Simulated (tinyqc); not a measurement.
Vacuum evaporation: vapour pressure, source flux, thickness distribution, purity and step coverage: one step, computed by the program tinyqc. Command: `OMP_NUM_THREADS=1 python tinyqc.py 3110732 3110733 out.jsonl evap walk`. One thread of a shared host (Intel(R) Xeon(R) Processor @ 2.30GHz), about 0.01 s of CPU time with the checks.

Molecular flow, unit sticking of the metal, no re-evaporation. The background gas is taken as water vapour (18.015 g/mol, collision diameter 0.37 nm) at 300 K.

Task: Scattering and purity. Mean free path lambda = k_B T_g/(sqrt2 pi d^2 p); unscattered share exp(-h/lambda); gas arrival p/sqrt(2 pi m_g k_B T_g); impurity ratio = sticking x gas arrival/metal arrival; monolayer time = 1e15 cm^-2/(sticking x gas arrival).

Inputs (values chosen for the exercise, modelled on silver, with constants for the liquid): source temperature T = 1380 K; source-to-wafer distance h = 21 cm; background pressure p = 0.0002 Pa; sticking of background gas = 0.6.

arrival rate at the centre = 8.666586e+15 1/(cm^2 s)

Constants: k_B = 1.380649e-23 J/K; u = 1.6605390666e-27 kg.

Give: mean free path; unscattered share; gas arrival rate; impurity ratio; monolayer time.

Result:

mean free path = 34.049 m

unscattered share = 0.99385

gas arrival rate = 7.1680e+14 1/(cm^2 s)

impurity ratio = 0.049625

monolayer time = 2.3252 s
